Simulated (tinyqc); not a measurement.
## MOS inversion layer, Poisson-Schroedinger loop: mixing schemes compared

Electrons confined at an insulator interface at z = 0, treated as a hard wall; parabolic valleys, Hartree approximation, no image or exchange terms. The depletion charge lies far deeper than the electrons and gives a uniform field q Nd/(eps0 eps_r); the gate balances all charge. Energies are counted from the band edge at the interface.

V0 = q Nd z/(eps0 eps_r) in eV.

Tridiagonal Hamiltonian with psi = 0 one step beyond both ends: H_ii = C (1/m_(i-1/2) + 1/m_(i+1/2))/hz^2 + V0_i + U_i, H_(i,i+1) = -C/(m_(i+1/2) hz^2), C = hbar^2/(2 m0). The lowest 2 level(s) are kept, normalised to hz sum |psi|^2 = 1. The mass is the same on all intervals.

Level k holds N_k = D_k Vt ln(1 + exp((EF - E_k)/Vt)) with D = md1 m0 q/(pi hbar^2) per eV (spin included); EF is fixed by sum N_k = Ns.

n_i = sum_k N_k |psi_k|^2 (converted to cm^-3). Hartree part by Gauss: on the interval before node i the electrons still beyond are S_i = Ns - hz sum_(j<i) n_j, and U_i = U_(i-1) + q S_i hz/(eps0 eps_r) in eV, U_0 = 0 at the interface. Mixing: U(new) = U + a (U(out) - U).

Rounds from U = 0 until the largest |U(out) - U| is below 1e-7 eV (the round that meets it is counted). Anderson mixing of depth m keeps the last m inputs V and residuals F = V(out) - V(in), fits c by least squares to F = dF c over their successive differences dF, dV, and sets V(new) = V + a F - (dV + a dF) c.

Inputs (values chosen for the exercise); masses and permittivity close to those of In0.53Ga0.47As:
- T = 300 K (temperature)
- eps_r = 14 (relative permittivity)
- mz1 = 0.0415 m0 (mass along z of valley set A (1 valley(s)))
- md1 = 0.0402 m0 (in-plane density-of-states mass of set A)
- Ns = 9.8e11 cm^-2 (sheet density of electrons)
- Nd = 2.5e12 cm^-2 (sheet density of depletion charge)
- hz = 1.5 nm (mesh step)

Constants: q = 1.602176634e-19 C, kB = 1.380649e-23 J/K, hbar = 1.054571817e-34 J s, m0 = 9.1093837015e-31 kg, Vt = kB T/q, eps0 = 8.8541878128e-14 F/cm where lengths are in cm, hbar^2/(2 m0) = 0.0380998212 eV nm^2. Results are converted to the units shown.

z, node 1 to 14 (nm): 1.5  3  4.5  6  7.5  9  10.5  12  13.5  15  16.5  18  19.5  21

Rounds needed:
```
a    depth m  rounds
1      plain       7
0.8    plain       9
0.6    plain      15
0.4    plain      27
0.2    plain      59
0.1    plain     123
0.5        2       9
0.5        4       6
0.5        8       6
```

What do the numbers show?

Among the plain runs a = 1 is fastest, with 7 rounds: the response of the charge is weak enough that no damping is needed. Anderson mixing needs 6 to 9 rounds.

tinyqc, about 0.4 s, one thread, Intel Xeon 2.30GHz (shared host): `OMP_NUM_THREADS=1 python tinyqc.py 2160080 2160081 out.jsonl`
